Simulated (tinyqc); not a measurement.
Ionisation potential and affinity of a slab from the planar-averaged potential, step by step. Values are carried at full precision from step to step, so a last printed digit may differ when a step is redone from the rounded ones.

A model of the planar-averaged electrostatic energy of an electron in a periodic cell of N1 periods of A (L1 = N1 n1 h) and N2 periods of vacuum (L2 = N2 n2 h), on z_j = j h: V(z) = f VA + (1 - f) VB + F t(z), VA = V1[0] + V1[1] cos(2 pi z/(n1 h)) + V1[2] cos(4 pi z/(n1 h)), VB the same with V2, n2 and z - L1. f = [tanh(z/w) - tanh((z - L1)/w) + tanh((z - L1 - L2)/w)]/2 + 1/2; t(z) = z - L1/2 in A and (L1/L2)(L1 + L2/2 - z) beyond, so that the cell is periodic.

Constants: e^2/(4 pi eps0) = 14.39964547 eV angstrom.

Parameters, chosen for this exercise (gap near that of Si; the results hold for these values, not for the real material): h = 0.25 angstrom (grid step); n1 = 5 (grid points per period of A); n2 = 6 (grid points per period of the vacuum filter); N1 = 5 (periods of A); N2 = 5 (periods of vacuum); V1 = (-8.82, 1.7, -0.75) eV (mean and two harmonics of the potential in A); V2 = (0, 0, 0) eV (the same in vacuum); w = 0.4 angstrom (width of the interfaces); F = 0 eV/angstrom (slope in A from opposite charges on the two interfaces); Ev1 = 4.12 eV (valence top of bulk A above its mean potential); Eg1 = (0.62, 1.22) eV (gap of A: semi-local value, corrected value); fv1 = 0.56 (share of the correction that lowers the valence top of A); eps = 1.7 (dielectric constant at the interface).

## The planar average

Evaluate V on the grid, j = 0, 1, ...

V(z_j) (eV): -3.935  -5.976  -9.636  -10.188  -7.636  -7.855  -7.684  -10.425  -10.427  -7.688  -7.870  -7.688  -10.427  -10.427  -7.688  -7.870  -7.688  -10.427  -10.425  -7.684  -7.855  -7.636  -10.188  -9.636  -5.976  -3.935  -1.712  -0.791  -0.240  -0.051  -0.015  -0.004  -0.002  0.000  0.000  0.000  0.000  0.000  0.000  0.000  0.000  0.000  0.000  0.000  0.000  0.000  0.000  0.000  -0.002  -0.004  -0.015  -0.051  -0.240  -0.791  -1.712

## Running means

Running mean over n points, periodic: for odd n the plain mean of the n points centred on j; for even n the n + 1 points with half weight at both ends. The macroscopic average applies the mean over n1 points and then over n2 points.

Apply the first mean, then the second.

after the mean over n1 points (eV): -4.410  -6.289  -7.474  -8.258  -8.600  -8.758  -8.805  -8.816  -8.819  -8.820  -8.820  -8.820  -8.820  -8.820  -8.820  -8.820  -8.820  -8.819  -8.816  -8.805  -8.758  -8.600  -8.258  -7.474  -6.289  -4.410  -2.531  -1.346  -0.562  -0.220  -0.062  -0.015  -0.004  -0.001  0.000  0.000  0.000  0.000  0.000  0.000  0.000  0.000  0.000  0.000  0.000  0.000  0.000  -0.001  -0.004  -0.015  -0.062  -0.220  -0.562  -1.346  -2.531

macroscopic average (eV): -4.410  -5.656  -6.779  -7.664  -8.241  -8.564  -8.723  -8.788  -8.811  -8.818  -8.819  -8.820  -8.820  -8.820  -8.820  -8.819  -8.818  -8.811  -8.788  -8.723  -8.564  -8.241  -7.664  -6.779  -5.656  -4.410  -3.164  -2.041  -1.156  -0.579  -0.256  -0.097  -0.032  -0.009  -0.002  -0.001  0.000  0.000  0.000  0.000  0.000  0.000  0.000  0.000  0.000  -0.001  -0.002  -0.009  -0.032  -0.097  -0.256  -0.579  -1.156  -2.041  -3.164

Around the middle of vacuum the first mean varies by 0 meV over five points and the second by 0 meV.

## The potential line-up

Read the macroscopic average in the middle of each region, j = 12 and j = 40, and its slope in A by a central difference over two points each way.

plateau in A = -8.820 eV
plateau in vacuum = 0.000 eV
dV = vacuum - A = 8.820 eV
slope in A = 0.000 eV/angstrom

The plateaus are flat, so the line-up is well defined.

## Ionisation potential and affinity

IP = dV - Ev1, EA = IP - gap. The correction opens the gap by c = Eg1[1] - Eg1[0], lowers the valence top by fv1 c and raises the conduction edge by (1 - fv1) c; dV is kept.

IP, EA with the semi-local gap (eV): 4.700  4.080

c = 0.60 eV

IP, EA corrected (eV): 5.036  3.816

The correction raises IP by 0.34 eV and lowers EA by 0.26 eV.

## The dipole behind the step

A step dV of the mean electron energy from A to vacuum across an interface equals 4 pi (e^2/4 pi eps0) times a dipole per area p (in e angstrom per angstrom^2). For a change of 0.1 eV in dV, give the charge per area moved over 2 angstrom in a medium of dielectric constant eps: sigma = 0.1 eps/(4 pi (e^2/4 pi eps0) 2). 1 angstrom^-2 = 1e16 cm^-2.

|p| = 0.04874 e/angstrom
sigma = 4.70e+12 e/cm^2

With about 7e14 atoms per cm^2 in a plane (as on a silicon (100) face), 0.7 % of an electron per atom shifts the line-up by 0.1 eV.

## Checks

- Line-up in a cell of 14 + 14 periods without slope against V2[0] - V1[0] (eV): both 8.8200.

Run: tinyqc, `OMP_NUM_THREADS=1 python tinyqc.py 1850543 1850544 out.jsonl`; Intel(R) Xeon(R) Processor @ 2.30GHz, one thread, shared host; about 0.01 s of CPU time with all checks.
